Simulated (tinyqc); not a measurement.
Vacuum evaporation: vapour pressure, source flux, thickness distribution, purity and step coverage: one step, computed by the program tinyqc. Command: `OMP_NUM_THREADS=1 python tinyqc.py 3111563 3111564 out.jsonl evap walk`. One thread of a shared host (Intel(R) Xeon(R) Processor @ 2.30GHz), about 0.01 s of CPU time with the checks.

Molecular flow, unit sticking of the metal, no re-evaporation. The background gas is taken as water vapour (18.015 g/mol, collision diameter 0.37 nm) at 300 K.

Task: Vapour pressure and flux. log10(p_v/Pa) = A - B/T; flux from the surface Phi = p_v/sqrt(2 pi m k_B T), m = M u. Mass loss = Phi x area x m; heat of evaporation = ln(10) R B; d ln Phi/dT = ln(10) B/T^2 - 1/(2 T).

Inputs (values chosen for the exercise, modelled on titanium, with constants for the liquid):
```
quantity                    value   unit
molar mass M                47.87  g/mol
vapour-pressure constant A   11.4      -
vapour-pressure constant B  22840      K
source temperature T         2220      K
source area                   1.1   cm^2
```

Constants: u = 1.6605390666e-27 kg; k_B = 1.380649e-23 J/K; R = 8.314462618 J/(mol K).

Give: vapour pressure p_v; flux Phi; mass loss; heat of evaporation; change of flux per kelvin.

Result:

vapour pressure p_v = 12.933 Pa

flux Phi = 1.0453e+19 1/(cm^2 s)

mass loss = 3.2904 g/h

heat of evaporation = 437.27 kJ/mol

change of flux per kelvin = 1.0446 %/K

Holding the rate to 1 % needs the temperature to about 0.96 K.
